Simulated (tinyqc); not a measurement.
Inside a calculation. Method: Hubbard chain of 3 sites. Computed by tinyqc, a small Python program that keeps every step. Settings: hopping = 1.44, U = 7.5, mixing = 1, iteration cap = 69. Command: `OMP_NUM_THREADS=1 python tinyqc.py 26326 26327 out.jsonl` (the two numbers bound the seeds that draw the settings). One thread of a shared host (Intel(R) Xeon(R) Processor @ 2.60GHz), about 0.2 s of CPU time with the checks.

one-body matrix (hopping and site energies) (eV), lower triangle:
```
          1         2        3
1   0.64000
2  -1.44000   0.33000
3   0.00000  -1.44000  0.95000
```

U = 7.50000 eV

electrons, up and down: 1  1

n(up) at the start (a guess, not normalised): 1 0.38300, 2 0.28300, 3 0.38300

n(down) at the start (a guess): 1 0.28300, 2 0.38300, 3 0.28300

Each step fills the lowest levels of T + U n(other spin) and sets n(new) = n + mixing (n(out) - n); stop when output and input agree to 1e-8.

Course of the cycle:

| iteration | E (eV) | largest \|n(out) - n(in)\| | mean \|n_up - n_down\| |
|---|---|---|---|
| 1 | 0.0416514 | 2.58e-01 | 0.11955 |
| 2 | 0.1672017 | 2.63e-01 | 0.11643 |
| 3 | 0.2417084 | 3.35e-01 | 0.18181 |
| 4 | 0.6318593 | 5.04e-01 | 0.27421 |
| 5 | 0.0527238 | 4.93e-01 | 0.36504 |
| 6 | -0.0828580 | 5.46e-01 | 0.45514 |
| 7 | -0.4419183 | 4.13e-01 | 0.44294 |
| 8 | -0.6875801 | 3.78e-01 | 0.56454 |
| 9 | -0.7526937 | 2.26e-01 | 0.47790 |
| 10 | -0.8131307 | 1.94e-01 | 0.55666 |
| 11 | -0.8352421 | 1.42e-01 | 0.49473 |
| ... | ... | ... | ... |
| 59 | -0.8848876 | 1.55e-06 | 0.52929 |
| 60 | -0.8848876 | 1.11e-06 | 0.52929 |
| 61 | -0.8848876 | 9.55e-07 | 0.52929 |
| 62 | -0.8848876 | 6.83e-07 | 0.52929 |
| 63 | -0.8848876 | 5.88e-07 | 0.52929 |
| 64 | -0.8848876 | 4.20e-07 | 0.52929 |
| 65 | -0.8848876 | 3.62e-07 | 0.52929 |
| 66 | -0.8848876 | 2.59e-07 | 0.52929 |
| 67 | -0.8848876 | 2.23e-07 | 0.52929 |
| 68 | -0.8848876 | 1.60e-07 | 0.52929 |
| 69 | -0.8848876 | 1.37e-07 | 0.52929 |

Can the last value be used, and what does the course show?

Not by the stop rule, although the second column moves by less than 1e-07 over the last three steps. Not converged within 69 iterations: the residual falls steadily but slowly, by a factor of about 0.79 a step. The lowest mean-field energy found from random starts is -0.88489 eV. Reruns (cap 100 unless said): mixing 0.2: not converged; mixing 0.5: not converged; mixing 0.9: converged in 71 (E = -0.88489); the original settings with a cap of 400: converged in 80 (E = -0.88489).
